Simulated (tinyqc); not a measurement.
Strained L valleys, repopulation and conductivity mass: one step of the calculation.

A cubic crystal with four conduction valleys along the <111> axes under uniaxial stress X along [111] (X > 0 is tension); current along [111]. Non-degenerate electrons, fixed total density, one relaxation time for all valleys and stresses, masses unchanged by strain, so the mobility goes as the mean inverse mass.

Question. Strain tensor. Stress s_ij = X a_i a_j with a the unit vector along [111]; strain e_ii = s11 s_ii + s12 (s_jj + s_kk), e_ij = s44 s_ij/2.

Inputs (values chosen for the exercise); values close to those of germanium:

| symbol | value | unit | meaning |
|---|---|---|---|
| s11 | 10.1 | 1/TPa | compliance |
| s12 | -2.61 | 1/TPa | compliance |
| s44 | 15.4 | 1/TPa | compliance |
| X | -1300 | MPa | uniaxial stress (tension positive) |

Give: strain.

Answer.

strain (%):
```
         x        y        z
x  -0.2115  -0.3337  -0.3337
y  -0.3337  -0.2115  -0.3337
z  -0.3337  -0.3337  -0.2115
```

Computed by the program tinyqc: `OMP_NUM_THREADS=1 python tinyqc.py 2530114 2530115 out.jsonl`, one thread of a shared Intel Xeon 2.30GHz, about 0.01 s for the whole run.
